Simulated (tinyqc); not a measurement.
Phonon transmission through an interface between two chains by Green functions: one step, computed by the program tinyqc.

Two semi-infinite chains (masses m_1, m_2; springs k_1, k_2), motion along the chain. The central region holds the end atom of each chain, joined by springs k_b. lambda = omega^2 in eV/(angstrom^2 u); nu = 15.6333042 THz x sqrt(lambda).

Task: Band tops and impedances. nu_max = 15.6333042 THz x 2 sqrt(k/m); impedance Z = sqrt(k m); long-wave transmission 4 Z_1 Z_2/(Z_1 + Z_2)^2; the probe frequency is the given share of the lower band top.

Inputs (values chosen for the exercise, for two model chains): mass m_1 = 51.7 u; spring k_1 = 3.89 eV/angstrom^2; mass m_2 = 69.8 u; spring k_2 = 3.4 eV/angstrom^2; probe frequency / lower band top = 0.87.

Atoms in the interlayer: none.

Constants: nu for 1 eV/(angstrom^2 u) = 15.6333042 THz.

Give: band top of chain 1; band top of chain 2; Z_1; Z_2; long-wave transmission; probe frequency.

Result:

band top of chain 1 = 8.577 THz

band top of chain 2 = 6.901 THz

Z_1 = 14.18 sqrt(eV u)/angstrom

Z_2 = 15.41 sqrt(eV u)/angstrom

long-wave transmission = 0.9983

probe frequency = 6.004 THz
